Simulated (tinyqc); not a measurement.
Classical nucleation, growth and JMAK kinetics of crystallisation from a melt or glass: one step, computed by the program tinyqc. Command: `OMP_NUM_THREADS=1 python tinyqc.py 3011627 3011628 out.jsonl nucl walk`. One thread of a shared host (Intel(R) Xeon(R) Processor @ 2.30GHz), about 0.01 s of CPU time with the checks.

A spherical nucleus with a sharp interface of isotropic energy gamma; lambda = Omega^(1/3) is the jump distance.

Problem. Critical nucleus. Driving force per volume: dG = H (T_m - T)/T_m. Shape factor f = 1. W(r) = f [4 pi r^2 gamma - (4/3) pi r^3 dG]; r* = 2 gamma/dG; W* = f 16 pi gamma^3/(3 dG^2); n* = f (4/3) pi r*^3/Omega.

Inputs (values chosen for the exercise, for a model substance):

| quantity | value | unit |
|---|---|---|
| melting point T_m | 1270 | K |
| heat of melting per volume H | 1360 | J/cm^3 |
| interface energy gamma | 0.148 | J/m^2 |
| atomic volume Omega | 14.9 | angstrom^3 |
| temperature T | 872 | K |

Nucleation: homogeneous. Driving force: Turnbull (linear).

Constants: e = 1.602176634e-19 C; k_B = 1.380649e-23 J/K.

Give: driving force dG; shape factor f; critical radius r*; barrier W*; atoms in the nucleus n*; W*/(k_B T).

Solution.

driving force dG = 426.20 J/cm^3

shape factor f = 1

critical radius r* = 0.69450 nm

barrier W* = 1.8663 eV

atoms in the nucleus n* = 94.172

W*/(k_B T) = 24.837

W* equals n* Omega dG/2 = 1.866 eV.
